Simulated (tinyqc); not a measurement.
# Inputs raised by 2 %, one at a time

Model: avalanche multiplication and breakdown of a junction from ionisation integrals. Computed by tinyqc, a small Python program. Command: `OMP_NUM_THREADS=1 python tinyqc.py 3025593 3025594 out.jsonl impact sens`. One thread of a shared host (Intel(R) Xeon(R) Processor @ 2.30GHz), about 0.03 s of CPU time with the checks.

Ionisation coefficients follow the local field. Position x runs through the depletion layer from the p side (x = 0), where electrons enter, to the n side (x = w), where holes enter. The built-in voltage is neglected.

Inputs (values chosen for the exercise, modelled on germanium):
```
quantity                                        value        unit
electron prefactor a_n                       1.47e+07        1/cm
electron field b_n                           1.55e+06        V/cm
hole prefactor a_p                           1.04e+07        1/cm
hole field b_p                               1.32e+06        V/cm
exponent c                                          1           -
permittivity eps                                   16           -
layer width W                                    0.34  micrometre
bias as a fraction of the breakdown voltage       0.7           -
```

Junction: p-i-n with uniform field.

Constants: e = 1.602176634e-19 C; eps_0 = 8.8541878128e-12 F/m.

Method:
- alpha_n = a_n exp(-(b_n/F)^c), alpha_p = a_p exp(-(b_p/F)^c).
- Uniform field F = F_m, w = W, V = F_m W.
- With Phi(x) = int_0^x (alpha_n - alpha_p) dx': 1 - 1/M_n = I_n = int_0^w alpha_n exp(-Phi) dx and M_p = M_n exp(-Phi(w)); trapezoid rule on 401 even points; breakdown at I_n = 1.
- Solve I_n(F_m) = 1.
- Bias V = fraction times the breakdown voltage.
- M_n = 1/(1 - I_n), M_p = M_n exp(-Phi(w)); McIntyre excess noise for the carrier with the larger M, F_x = k M + (1 - k)(2 - 1/M), with k = (smaller M - 1)/(larger M - 1).

Runs:
```
input moved                        from        to  breakdown voltage (V)  critical field F_m (MV/cm)  width at breakdown (micrometre)     M_n
base run                              -         -                 8.0546                     0.23690                           0.3400  1.0475
electron prefactor a_n (1/cm)  14700000  14994000                 8.0427                     0.23655                           0.3400  1.0478
electron field b_n (V/cm)       1550000   1581000                 8.1325                     0.23919                           0.3400  1.0433
hole prefactor a_p (1/cm)      10400000  10608000                 8.0400                     0.23647                           0.3400  1.0467
hole field b_p (V/cm)           1320000   1346400                 8.1362                     0.23930                           0.3400  1.0521
permittivity eps                     16     16.32                 8.0546                     0.23690                           0.3400  1.0475
layer width W (micrometre)         0.34    0.3468                 8.1887                     0.23612                           0.3468  1.0470
```

Exponents ln(y'/y) / ln(x'/x):
```
input                   breakdown voltage  critical field F_m  width at breakdown     M_n
electron prefactor a_n             -0.075              -0.075                   0   0.012
electron field b_n                  0.486               0.486                   0  -0.203
hole prefactor a_p                 -0.092              -0.092                   0  -0.039
hole field b_p                      0.509               0.509                   0   0.219
permittivity eps                    0.000               0.000                   0   0.000
layer width W                       0.834              -0.166                   1  -0.027
```

Among the inputs moved here: breakdown voltage answers most in size to layer width W (exponent +0.834), next to hole field b_p (+0.509); its exponent is below 0.0005 for permittivity eps. Its exponent +0.834 in layer width W: the W^(6/7) rule of p-i-n diodes. Critical field F_m answers most in size to hole field b_p (exponent +0.509), next to electron field b_n (+0.486); its exponent is below 0.0005 for permittivity eps. Width at breakdown answers most in size to layer width W (exponent +1.000); its exponent is below 0.0005 for electron prefactor a_n, electron field b_n, hole prefactor a_p, hole field b_p, permittivity eps. M_n answers most in size to hole field b_p (exponent +0.219), next to electron field b_n (-0.203); its exponent is below 0.0005 for permittivity eps.
